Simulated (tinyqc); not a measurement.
Projection against the Weibull slope.

Defects are spread at random, so -ln(1 - F) is proportional to the area: t63(A2) = t63 (A1/A2)^(1/beta), and the time to the share Fp is t63(A2) (-ln(1 - Fp))^(1/beta).

Values chosen for this exercise: area of a test capacitor A1 = 170 um^2; gate area of the product A2 = 2.7e6 um^2; allowed share of failed products Fp = 1e-6; characteristic time of a test capacitor t63 = 79 s.

Projection against the Weibull slope:

| beta | t63 of the product (s) | time to Fp (s) | decades lost to area | decades lost to the percentile |
|---|---|---|---|---|
| 0.6 | 7.8723e-6 | 7.8723e-16 | 7.0015 | 10.000 |
| 0.9 | 0.0016980 | 3.6583e-10 | 4.6677 | 6.6667 |
| 1.2 | 0.024938 | 2.4938e-7 | 3.5008 | 5.0000 |
| 1.5 | 0.12503 | 1.2503e-5 | 2.8006 | 4.0000 |
| 1.8 | 0.36626 | 1.7000e-4 | 2.3338 | 3.3333 |
| 2.1 | 0.78921 | 0.0010966 | 2.0004 | 2.8571 |
| 2.4 | 1.4036 | 0.0044386 | 1.7504 | 2.5000 |
| 2.7 | 2.1965 | 0.013168 | 1.5559 | 2.2222 |
| 3 | 3.1428 | 0.031428 | 1.4003 | 2.0000 |

Both losses go as 1/beta: together 17.0 decades at beta = 0.6 and 3.40 at 3. For small Fp only the ratio Fp/A2 counts, so ten times the area costs as much as a tenth of Fp.

tinyqc, about 0.01 s, one thread, Intel Xeon 2.30GHz (shared host): `OMP_NUM_THREADS=1 python tinyqc.py 2070162 2070163 out.jsonl`
